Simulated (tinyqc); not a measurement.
Born-Mayer model of an ionic crystal AB: one step, computed by the program tinyqc.

Energies are per ion pair and r is the nearest distance of unlike ions.

Question. Under pressure. Madelung constant M, unlike neighbours z1, like neighbours z2 at f r, volume per pair: rock salt 1.747565, 6, 12, sqrt2, 2 r^3; caesium chloride 1.762675, 8, 6, 2/sqrt3, 8 r^3/(3 sqrt3); zinc blende 1.638055, 4, 12, sqrt(8/3), 16 r^3/(3 sqrt3). U(r) = -M z^2 e^2/(4 pi eps_0 r) + z1 lambda exp(-r/rho) + z2 [lambda2 exp(-f r/rho) - C/(f r)^6] (one mean like-ion term for both sublattices). With the volume written as c r^3, under pressure take the root at the minimum of the enthalpy and solve U'(r) + 3 c r^2 P = 0; H = U + P V; B = (U'' - 2 U'/r)/(9 c r).

Inputs (values chosen for the exercise, for a model salt): ionic charge z = 1; unlike repulsion lambda = 8160 eV; range rho = 0.296 angstrom; like repulsion lambda2 = 103 eV; dispersion C between like ions = 27 eV angstrom^6; pressure P = 20 GPa.

Structure: zinc blende. Short range: with like-ion terms.

Constants: e^2/(4 pi eps_0) = 14.39964548 eV angstrom; 1 eV/angstrom^3 = 160.2176634 GPa.

Give: distance at P; volume at P; enthalpy at P; bulk modulus at P.

Answer.

distance at P = 2.7071 angstrom

volume at P = 61.089 angstrom^3

enthalpy at P = 2.3516 eV per pair

bulk modulus at P = 92.621 GPa
